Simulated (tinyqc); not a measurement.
Floating body of a partially depleted SOI transistor: body voltage and kink: one step of the calculation.

Source at 0 V. Channel current Ic = 2 nf K Vt^2 [F(0) - F(Vd)](1 + la Vd), F(V) = ln^2(1 + exp((Vg - VT - nf V)/(2 nf Vt))), VT = VT0 - gb Vb. Saturation voltage Vs = 2 Vt sqrt(F(0)) + 3 Vt, excess Ve = (Vd - Vs + sqrt((Vd - Vs)^2 + 0.0004 V^2))/2, multiplication M1 = Ai Ve exp(-Bl/Ve). Each junction passes D(v) = J1 (exp(v/Vt) - 1) + J2 (exp(v/(2 Vt)) - 1). Bipolar current Ib = bb J1 (exp(Vb/Vt) - 1). The body settles where M1 (Ic + Ib) = D(Vb) + D(Vb - Vd) + Vb/Rb; drain current Id = (1 + M1)(Ic + Ib) - D(Vb - Vd).

Task. Drain current with floating and with grounded body. Id and VT at the converged Vb, Id at Vb = 0, their ratio, and the bipolar share Ib/(Ic + Ib).

Parameters, values chosen for the exercise; values of the order met in partially depleted silicon-on-insulator transistors:
```
symbol    value         unit                                                                                            meaning
T           358            K                                                                                        temperature
VT0        0.37            V                                                                     threshold at zero body voltage
gb         0.18                                                                  fall of the threshold per volt of body voltage
nf         1.35                                                                                                    slope factor
K           110  uA/(V^2 um)                                                                              gain factor per width
la         0.09          1/V                                                                   channel-length modulation factor
Ai          3.5          1/V                                                                        impact-ionisation prefactor
Bl            5            V                                                                          impact-ionisation voltage
J1      5.9e-11        uA/um                                                      diffusion saturation current of each junction
J2       1.8e-7        uA/um                                                  recombination saturation current of each junction
bb            3                                                 gain of the lateral bipolar transistor on the diffusion current
Rb          1e9      kohm um  resistance of a weak body tie to the source (1e9 stands for no tie, and the term is then dropped)
Vg         0.32            V                                                                                       gate voltage
Vd          1.8            V                                                                                      drain voltage
```

Constants: q = 1.602176634e-19 C, kB = 1.380649e-23 J/K, Vt = kB T/q. Results are converted to the units shown.

converged Vb = 0.71054474 V

Give: VT; Id, floating; Id, grounded; ratio; bipolar share.

Result.

VT = 0.2421 V
Id, floating = 2.920 uA/um
Id, grounded = 0.08170 uA/um
ratio = 35.74
bipolar share = 77.18 %

The body rises to 0.711 V and lowers the threshold by 128 mV.

Range of the model: The multiplication law is an empirical form chosen for the exercise; self-heating and capacitive coupling to the body are left out, and the linear laws are rough once Vb passes about 0.7 V or M1 about 0.1.

Numbers from tinyqc (`OMP_NUM_THREADS=1 python tinyqc.py 2182167 2182168 out.jsonl`; about 0.2 s on one thread of a shared Intel Xeon 2.30GHz).
